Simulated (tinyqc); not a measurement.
Concentration-dependent dopant diffusion with charged defects and the built-in field. Inputs raised by 10 %, one at a time. Computed by tinyqc, a small Python program. Command: `OMP_NUM_THREADS=1 python tinyqc.py 3007844 3007845 out.jsonl extrinsic sens`. One thread of a shared host (Intel(R) Xeon(R) Processor @ 2.30GHz), about 0.9 s of CPU time with the checks.

A constant source C_s feeds a half space. The dopant moves through neutral point defects and through charged ones, whose number grows with the majority carrier density n.

Inputs (values chosen for the exercise, modelled on antimony in silicon):

| quantity | value | unit |
|---|---|---|
| neutral prefactor D0x | 0.186 | cm^2/s |
| neutral activation energy E0 | 3.64 | eV |
| singly charged prefactor D01 | 13 | cm^2/s |
| activation energy E1 | 4.09 | eV |
| surface concentration C_s | 9.7e+19 | 1/cm^3 |
| junction level C_B | 2.6e+16 | 1/cm^3 |
| temperature T | 875 | C |
| time t | 79 | s |

Field enhancement: on.

Constants: k_B = 8.617333262e-05 eV/K.

Method:
- n_i = 3.87e16 T^1.5 exp(-7014/T) per cm^3 (T in kelvin, an empirical form); each D = prefactor x exp(-E/(k_B T)); the intrinsic diffusivity D_i is their sum.
- Temperatures in kelvin are T(C) + 273.15.
- n = C/2 + sqrt(C^2/4 + n_i^2); D(C) = h [Dx + D1 (n/n_i)], h = 1 + C/sqrt(C^2 + 4 n_i^2).
- With y = x/sqrt(D_s t), u = C/C_s and q = -(D/D_s) du/dy: du/dy = -q D_s/D, dq/dy = -(y/2) q D_s/D, u(0) = 1. The surface flux q(0) is shot so that u tends to 0 (LSODA, an adaptive multistep solver, relative tolerance 1e-10). Dose Q = 2 q(0) C_s sqrt(D_s t).
- The junction lies where C = C_B.

Runs:

| input moved | from | to | junction depth x_j (nm) | dose Q (1/cm^2) | enhancement D_s/D_i | junction in units of sqrt(D_s t) |
|---|---|---|---|---|---|---|
| base run | - | - | 5.011 | 2.302e+13 | 25.80 | 1.902 |
| neutral prefactor D0x (cm^2/s) | 0.186 | 0.2046 | 5.070 | 2.310e+13 | 24.50 | 1.920 |
| singly charged prefactor D01 (cm^2/s) | 13 | 14.3 | 5.200 | 2.406e+13 | 27.11 | 1.885 |
| surface concentration C_s (1/cm^3) | 9.7e+19 | 1.067e+20 | 5.193 | 2.647e+13 | 28.26 | 1.883 |
| junction level C_B (1/cm^3) | 2.6e+16 | 2.86e+16 | 5.001 | 2.302e+13 | 25.80 | 1.898 |
| time t (s) | 79 | 86.9 | 5.256 | 2.414e+13 | 25.80 | 1.902 |

Exponents ln(y'/y) / ln(x'/x):

| input | junction depth x_j | dose Q | enhancement D_s/D_i | junction in units of sqrt(D_s t) |
|---|---|---|---|---|
| neutral prefactor D0x | 0.121 | 0.037 | -0.540 | 0.098 |
| singly charged prefactor D01 | 0.387 | 0.466 | 0.521 | -0.092 |
| surface concentration C_s | 0.374 | 1.466 | 0.958 | -0.105 |
| junction level C_B | -0.021 | 0.000 | 0.000 | -0.021 |
| time t | 0.500 | 0.500 | 0.000 | 0.000 |

Which inputs matter most for each result?

Among the inputs moved here: junction depth x_j answers most in size to time t (exponent +0.500), next to singly charged prefactor D01 (+0.387). Its exponent +0.500 in time t: a constant source keeps the profile a function of x/sqrt(t). Dose Q answers most in size to surface concentration C_s (exponent +1.466), next to time t (+0.500); its exponent is below 0.0005 for junction level C_B. Its exponent +1.466 in surface concentration C_s: D proportional to C: Q scales as C_s sqrt(C_s). Its exponent +0.500 in time t: the similarity law. Enhancement D_s/D_i answers most in size to surface concentration C_s (exponent +0.958), next to neutral prefactor D0x (-0.540); its exponent is below 0.0005 for junction level C_B, time t. Its exponent +0.958 in surface concentration C_s: singly charged defects follow n. Junction in units of sqrt(D_s t) answers most in size to surface concentration C_s (exponent -0.105), next to neutral prefactor D0x (+0.098); its exponent is below 0.0005 for time t.

Caution (all rows): at such concentrations dopants can cluster or exceed their solubility; the active fraction and the diffusivity then fall below the model.
